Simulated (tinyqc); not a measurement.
# Floating body of a partially depleted SOI transistor: body voltage and kink: two studies

Source at 0 V. Channel current Ic = 2 nf K Vt^2 [F(0) - F(Vd)](1 + la Vd), F(V) = ln^2(1 + exp((Vg - VT - nf V)/(2 nf Vt))), VT = VT0 - gb Vb. Saturation voltage Vs = 2 Vt sqrt(F(0)) + 3 Vt, excess Ve = (Vd - Vs + sqrt((Vd - Vs)^2 + 0.0004 V^2))/2, multiplication M1 = Ai Ve exp(-Bl/Ve). Each junction passes D(v) = J1 (exp(v/Vt) - 1) + J2 (exp(v/(2 Vt)) - 1). Bipolar current Ib = bb J1 (exp(Vb/Vt) - 1). The body settles where M1 (Ic + Ib) = D(Vb) + D(Vb - Vd) + Vb/Rb; drain current Id = (1 + M1)(Ic + Ib) - D(Vb - Vd).

Parameters, values chosen for the exercise; values of the order met in partially depleted silicon-on-insulator transistors:
- T = 300 K (temperature)
- VT0 = 0.45 V (threshold at zero body voltage)
- gb = 0.17 (fall of the threshold per volt of body voltage)
- nf = 1.31 (slope factor)
- K = 380 uA/(V^2 um) (gain factor per width)
- la = 0.08 1/V (channel-length modulation factor)
- Ai = 1.47 1/V (impact-ionisation prefactor)
- Bl = 5.8 V (impact-ionisation voltage)
- J1 = 1.6e-12 uA/um (diffusion saturation current of each junction)
- J2 = 5.3e-9 uA/um (recombination saturation current of each junction)
- bb = 0.5 (gain of the lateral bipolar transistor on the diffusion current)
- Rb = 1e9 kohm um (resistance of a weak body tie to the source (1e9 stands for no tie, and the term is then dropped))
- Vg = 0.37 V (gate voltage)
- Vd = 2.4 V (drain voltage)

Constants: q = 1.602176634e-19 C, kB = 1.380649e-23 J/K, Vt = kB T/q. Results are converted to the units shown.

Each table varies one quantity; the others keep the values above.

## Output curve and kink

Rows with more than one solution for Vb (latch) are left out; dId/dVd by a forward difference over 1e-4 V, swing = 1e-4 V over the change of log10 Id; M1 under 1e-12 is printed as 0.

Output curve and kink:

| Vd (V) | Vb (V) | M1 | Id, floating (uA/um) | Id, grounded (uA/um) | ratio | dId/dVd, floating (uS/um) | dId/dVd, grounded (uS/um) |
|---|---|---|---|---|---|---|---|
| 0.6 | 0.2687 | 6.448e-6 | 0.1551 | 0.04997 | 3.103 | 0.8991 | 0.003824 |
| 0.8 | 0.4411 | 2.226e-4 | 0.3055 | 0.05074 | 6.021 | 0.5722 | 0.004007 |
| 1 | 0.5117 | 0.001838 | 0.4010 | 0.05161 | 7.770 | 0.4103 | 0.004768 |
| 1.2 | 0.5542 | 0.007429 | 0.4761 | 0.05271 | 9.032 | 0.3513 | 0.006407 |
| 1.4 | 0.5840 | 0.02016 | 0.5449 | 0.05423 | 10.05 | 0.3441 | 0.008936 |
| 1.6 | 0.6064 | 0.04280 | 0.6163 | 0.05633 | 10.94 | 0.3756 | 0.01219 |
| 1.8 | 0.6243 | 0.07733 | 0.6974 | 0.05914 | 11.79 | 0.4404 | 0.01596 |
| 2 | 0.6390 | 0.1249 | 0.7946 | 0.06274 | 12.66 | 0.5371 | 0.02005 |
| 2.2 | 0.6517 | 0.1859 | 0.9145 | 0.06717 | 13.61 | 0.6684 | 0.02432 |

What does the table show?

Vb rises from 0.269 to 0.652 V and the ratio of the currents rises from 3.10 to 13.6. The output conductance with a floating body exceeds the grounded value by the largest factor among the rows, 235, at Vd = 0.6 V, where Vb = 0.269 V and M1 = 6.45e-6.

## Transfer curve and swing

Same model as above.

Results:

| Vg (V) | Vb (V) | M1 | Id, floating (uA/um) | Id, grounded (uA/um) | ratio | swing, floating (mV/decade) | swing, grounded (mV/decade) |
|---|---|---|---|---|---|---|---|
| 0 | 0.2931 | 0.2809 | 7.573e-6 | 1.726e-6 | 4.389 | 58.76 | 78.27 |
| 0.1 | 0.4428 | 0.2806 | 3.277e-4 | 3.282e-5 | 9.985 | 64.36 | 78.22 |
| 0.3 | 0.6205 | 0.2719 | 0.2030 | 0.01089 | 18.64 | 85.75 | 82.17 |
| 0.4 | 0.6770 | 0.2536 | 1.878 | 0.1540 | 12.19 | 131.3 | 94.52 |
| 0.5 | 0.7102 | 0.2271 | 7.408 | 1.270 | 5.832 | 217.7 | 131.4 |
| 0.6 | 0.7296 | 0.1994 | 17.44 | 5.254 | 3.319 | 331.5 | 204.4 |
| 0.7 | 0.7418 | 0.1731 | 31.44 | 13.20 | 2.382 | 458.0 | 305.8 |
| 0.8 | 0.7499 | 0.1488 | 48.93 | 25.04 | 1.954 | 589.8 | 421.7 |

Estimate the missing row, Vg = 0.2 V.

Computed row:

| Vg (V) | Vb (V) | M1 | Id, floating (uA/um) | Id, grounded (uA/um) | ratio | swing, floating (mV/decade) | swing, grounded (mV/decade) |
|---|---|---|---|---|---|---|---|
| 0.2 | 0.5414 | 0.2790 | 0.009981 | 6.166e-4 | 16.19 | 70.68 | 78.96 |

With this row back in the table: Vb rises from 0.293 to 0.750 V. The smallest swing among the rows is 58.8 mV a decade with a floating body (at Vg = 0 V) and 78.2 with a grounded one; Vt ln 10 = 59.5. The floating swing is smaller by more than 3 % for Vg = 0, 0.1, 0.2 V, where the rising Vb lowers the threshold as Vg rises. In the first row the floating body raises the current by a factor of 4.39.

Range of the model: The multiplication law is an empirical form chosen for the exercise; self-heating and capacitive coupling to the body are left out, and the linear laws are rough once Vb passes about 0.7 V or M1 about 0.1.

Numbers from tinyqc (`OMP_NUM_THREADS=1 python tinyqc.py 2182091 2182092 out.jsonl`; about 0.2 s on one thread of a shared Intel Xeon 2.30GHz).
